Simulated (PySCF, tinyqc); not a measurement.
The basis set: RHF and MP2 along a ladder of basis sets, for H4, spin multiplicity 1. Computed by the program tinyqc with PySCF. 

Geometry (angstrom):

| atom | x | y | z |
|---|---|---|---|
| H | 0.0000 | 0.0000 | 0.0000 |
| H | 0.0000 | 0.0000 | 0.8110 |
| H | 0.0000 | 1.0210 | 0.0000 |
| H | 0.0000 | 1.0210 | 0.8110 |

Same geometry throughout; the dipole is taken about the origin.

RHF and frozen-core MP2 in a ladder of bases:

| basis | functions | E(RHF) (hartree) | E(MP2 corr) (hartree) | HOMO (eV) | LUMO (eV) | dipole (debye) |
|---|---|---|---|---|---|---|
| sto-3g | 4 | -1.89750 | -0.03978 | -7.691 | 9.511 | 0.000 |
| 3-21g | 8 | -1.99130 | -0.04422 | -9.584 | 2.963 | 0.000 |
| 6-31g | 8 | -1.99972 | -0.04446 | -9.703 | 2.564 | 0.000 |
| 6-31g** | 20 | -2.01907 | -0.06551 | -9.441 | 2.704 | 0.000 |
| cc-pvdz | 20 | -2.01934 | -0.06619 | -9.420 | 2.261 | 0.000 |
| aug-cc-pvdz | 36 | -2.02033 | -0.06890 | -9.491 | 0.975 | 0.000 |
| cc-pvtz | 56 | -2.02684 | -0.07870 | -9.485 | 1.936 | 0.000 |

From cc-pVDZ to cc-pVTZ the RHF energy falls by 7.5 mhartree and the correlation energy by 12.5. If valence correlation converges as X^-3, (27 E(T) - 8 E(D))/19 gives -0.0840 hartree, a rough estimate from such small X that usually falls short; STO-3G holds about 47 % of it. Beyond STO-3G the LUMO moves by 2.0 eV and the HOMO by 0.3 eV. The restricted reference is unstable here: a spin-polarised solution lies 0.0023 hartree lower (PySCF, cc-pVDZ), so results built on it describe a poor reference.
